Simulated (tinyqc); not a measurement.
Sp3 tight binding, zinc-blende lattice, step by step. One step of it, computed by the program tinyqc.

Question. Bloch Hamiltonian at k. Slater-Koster rules over the four bonds with direction cosines (l, m, n): ss V_ss; s-px l V_sp; px-s -l V_sp; px-px l^2 V_pps + (1 - l^2) V_ppp; px-py l m (V_pps - V_ppp); each times exp(i k.d).

Parameters chosen for this model: zinc-blende lattice, anion at 0, cation at a/4 (1,1,1); V = eta hbar^2 / (m d^2), hbar^2/m = 7.619964 eV angstrom^2:
```
parameter,value,unit
a,3.610000,angstrom
d,1.563176,angstrom
Es anion,-11.150000,eV
Ep anion,-6.290000,eV
Es cation,-11.150000,eV
Ep cation,-6.290000,eV
eta ss,-1.570000,
eta sp,1.340000,
eta pp sigma,3.040000,
eta pp pi,-0.720000,
V ss,-4.895949,eV
V sp,4.178708,eV
V pp sigma,9.480054,eV
V pp pi,-2.245276,eV
```

k point k (2 pi / a): 0.320000  0.140000  -0.490000

Give: H(k) at k.

Answer.

H(k) at k (eV), lower triangle (Hermitian):
```
,a s,a px,a py,a pz,c s,c px,c py,c pz
a s,-11.150
a px,0.000,-6.290
a py,0.000,0.000,-6.290
a pz,0.000,0.000,0.000,-6.290
c s,-12.027+1.432i,-1.284+3.258i,-3.157+1.325i,0.728-5.743i,-11.150
c px,1.284-3.258i,4.086-0.487i,-1.180+9.304i,5.115-2.146i,0.000,-6.290
c py,3.157-1.325i,-1.180+9.304i,4.086-0.487i,2.080-5.278i,0.000,0.000,-6.290
c pz,-0.728+5.743i,5.115-2.146i,2.080-5.278i,4.086-0.487i,0.000,0.000,0.000,-6.290
```
